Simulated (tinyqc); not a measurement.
# Bottom-up copper filling of a trench by curvature-enhanced accelerator coverage, step by step

A worked calculation. Computed by tinyqc, a small Python program that keeps every step. Command: `OMP_NUM_THREADS=1 python tinyqc.py 3015265 3015266 out.jsonl superfill walk`. One thread of a shared host (Intel(R) Xeon(R) Processor @ 2.30GHz), about 0.08 s of CPU time with the checks. Intermediate numbers are printed to about 6 digits and carried at full precision; extremes and crossings named in words are read from the listed rows.

A rectangular trench keeps vertical walls and a flat floor. An accelerator floats on the surface; where area is lost in the corners it is passed on to the floor.

Inputs (values chosen for the exercise, close to those used for damascene copper plating):
```
quantity,value,unit
trench width w,210,nm
aspect ratio h/w,3.1,-
exchange current of the suppressed surface i_0,0.049,mA/cm^2
exchange current of the accelerated surface i_1,1.9,mA/cm^2
transfer coefficient alpha,0.54,-
overpotential eta,0.13,V
starting coverage theta_0,0.022,-
adsorption rate k_a,0.00058,1/s
cupric ion concentration C,0.42,mol/l
diffusivity D,3.7e-06,cm^2/s
boundary layer delta,60,um
temperature T,298,K
```

Constants: e = 1.602176634e-19 C; N_A = 6.02214076e+23 1/mol; k_B = 8.617333262e-05 eV/K.

## Velocities

Kinetic current i_k = [i_0 (1 - theta) + i_1 theta] exp(alpha eta/(k_B T)), limit i_L = 2 F D C/delta, i = 1/(1/i_k + 1/i_L); velocity v = i Omega/(2F), Omega = 7.11 cm^3/mol, F = e N_A. Depletion inside the trench is ignored.

limiting current i_L = 49.9794 mA/cm^2

velocity at theta = 0 = 0.273712 nm/s

velocity at theta_0 = 0.495068 nm/s

velocity at theta = 1 = 6.79696 nm/s

ratio v(1)/v(theta_0) = 13.7293

Without acceleration the walls meet when the floor has risen by w/2, so a seam-free fill needs a mean floor-to-wall speed ratio of at least 2 h/w = 6.2.

## First rates

At the start theta_b = theta_s = theta_0 and x = w/2: d theta_b/dt = k_a (1 - theta_0) + 2 theta_0 v/x (theta_b on the floor, theta_s on the walls, x the half width). At this initial relative rate the doubling time without adsorption would be x ln2/(2 v).

rate from adsorption = 5.67240e-04 1/s

rate from area loss = 2.07457e-04 1/s

doubling time = 73.5055 s

## Filling

Half width x, floor height y, depth h = aspect ratio x w. dx/dt = -v_s, dy/dt = v_b. d theta_b/dt = k_a (1 - theta_b) + [theta_s v_b + theta_b v_s]/x: the floor takes the accelerator of the wall it covers and keeps its own as it narrows. d theta_s/dt = k_a (1 - theta_s). theta_b is capped at 1. Integrate (tolerance 1e-9) until the walls meet (x = 0.02 w/2) or the floor passes the original mouth y = h. Start: x = w/2, y = 0, theta_b = theta_s = theta_0. Height filled = y/h, opening left = x/(w/2).

Course of the fill (nine evenly spaced times):
```
t (s),x (nm),y (nm),theta_b,theta_s,v_b/v_s
0.000,105.000,0.000,0.022000,0.0220000,1.00000
15.525,96.639,8.678,0.035426,0.0307668,1.07863
31.050,86.944,19.676,0.052944,0.0394551,1.19574
46.575,75.940,33.774,0.077823,0.0480654,1.37683
62.100,63.651,52.390,0.117165,0.0565986,1.67392
77.625,50.100,78.365,0.189259,0.0650553,2.20842
93.150,35.310,118.237,0.355261,0.0734362,3.31677
108.675,19.303,190.372,0.947395,0.0817419,6.14415
124.199,2.100,295.823,1,0.0899732,5.93051
```

time at the end = 124.199 s

share of the height filled from the floor = 0.454414

opening left, as a share of w = 0.02

The walls meet when the floor has filled 45 % of the height: a seam forms above. Caution: real profiles develop slanted corners, and accelerator is consumed; both are left out.

## The window in starting coverage

The formulas are those given above.

Outcome:
```
theta_0,v(1)/v(theta_0),height filled,opening left,time (s)
0.001,23.9420,0.433451,0.02,148.005
0.003,22.3424,0.435742,0.02,145.486
0.010,18.1251,0.443473,0.02,137.099
0.020,14.3043,0.452857,0.02,126.226
0.050,8.8375,0.463482,0.02,100.350
0.100,5.4896,0.438568,0.02,73.099
0.200,3.2286,0.361785,0.02,46.914
0.400,1.8876,0.264674,0.02,28.316
0.800,1.1527,0.180690,0.02,17.436
```

No row fills the trench; the best, at theta_0 = 0.05, reaches 46 % of the height. Too little accelerator takes too long to concentrate. Too much speeds the walls as well and removes the contrast.

Checks made by the program: wall coverage against its closed form (relative difference below 1e-10).
